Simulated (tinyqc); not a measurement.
## Trap density from one capacitance

Question. Traps spread evenly through the insulator exchange electrons with the semiconductor by tunnelling, with tau(x) = t0 exp(2 ka x) at depth x from the interface. The admittance per area Y seen at depth x obeys dY/dx = -Y^2/(i w eps0 eox) + q Nb ln(1 + i w tau)/tau, with Y(0) = i w Cs and w = 2 pi f; the gate sees Y(tox) = G + i w C. Working variable y = Y/(i w), in uF/cm^2. Cox = eps0 eox/tox. Find Nb and G/w.

Inputs (values chosen for the exercise): relative permittivity of the insulator eox = 8.68; insulator thickness tox = 4.5 nm; semiconductor capacitance in accumulation Cs = 0.52 uF/cm^2; decay constant of the wave function in the insulator ka = 4.4 1/nm; time constant of a trap at the interface t0 = 3e-11 s; frequency f = 1e6 Hz.

Constants: q = 1.602176634e-19 C, eps0 = 8.8541878128e-14 F/cm where lengths are in cm. Results are converted to the units shown.

C = 0.82101377 uF/cm^2

Solution. C rises steadily with Nb, so one density matches; in practice ka and t0 must come from the frequency dependence.

Nb = 5.100e19 cm^-3 eV^-1
G/w = 0.05929 uF/cm^2

Program tinyqc, `OMP_NUM_THREADS=1 python tinyqc.py 2202147 2202148 out.jsonl`; Intel Xeon 2.30GHz, shared host, one thread, about 0.4 s.
